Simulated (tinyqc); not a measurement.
Donor in an ellipsoidal valley (Kohn-Luttinger variational method). The trial energy against the axis ratio. Computed by tinyqc, a small Python program. Command: `OMP_NUM_THREADS=1 python tinyqc.py 3010904 3010905 out.jsonl kohnlutt sweep`. One thread of a shared host (Intel(R) Xeon(R) Processor @ 2.30GHz), about 0.07 s of CPU time with the checks.

H = -(d^2/dx^2 + d^2/dy^2) - gamma d^2/dz^2 - 2/r in units built on m_t, with gamma = m_t/m_l and z along the valley axis. One valley; no valley-orbit or central-cell term.

Inputs (values chosen for the exercise, modelled on germanium): transverse mass m_t = 0.0818 m_0; longitudinal mass m_l = 1.55 m_0; dielectric constant eps = 15.1.

Constants: Ry = 13.605693123 eV; a_0 = 0.529177210903 angstrom.

Method. Ry* = Ry m_t/eps^2, a* = a_0 eps/m_t, gamma = m_t/m_l. Trial function exp(-sqrt((x^2 + y^2)/a^2 + z^2/b^2)) with beta = b/a < 1: E = t/a^2 - u/a, t = (2 + gamma/beta^2)/3, u = 2 arcsin(sqrt(1 - beta^2))/sqrt(1 - beta^2); the best a is 2 t/u and E(beta) = -u^2/(4 t).

One run for each value:
```
trial ratio b/a  E(beta) (Ry*)  best a (a*)       t       u
0.15                   -1.4246       1.0084  1.4485  2.8730
0.25                   -1.9546       0.6965  0.9481  2.7227
0.36                   -2.0705       0.6225  0.8024  2.5779
0.46                   -2.0202       0.6092  0.7498  2.4615
0.56                   -1.9217       0.6133  0.7228  2.3571
0.67                   -1.7992       0.6264  0.7059  2.2539
0.77                   -1.6890       0.6421  0.6963  2.1690
0.88                   -1.5751       0.6616  0.6894  2.0840
0.98                   -1.4796       0.6804  0.6850  2.0134
```

Over the rows, E(beta) (Ry*) goes from -1.42 through a minimum among these rows, -2.07 at 0.360, to -1.48; best a (a*) goes from 1.01 through a minimum among these rows, 0.609 at 0.460, to 0.680; t falls from 1.45 to 0.685 (exponent d ln y / d ln x -0.83 between the first rows and -0.059 between the last). Flattening raises the kinetic term t through gamma/beta^2 and the attraction u through a smaller mean distance; the minimum balances the two.

Extremes, crossings and ranges named in words are read from the listed rows.
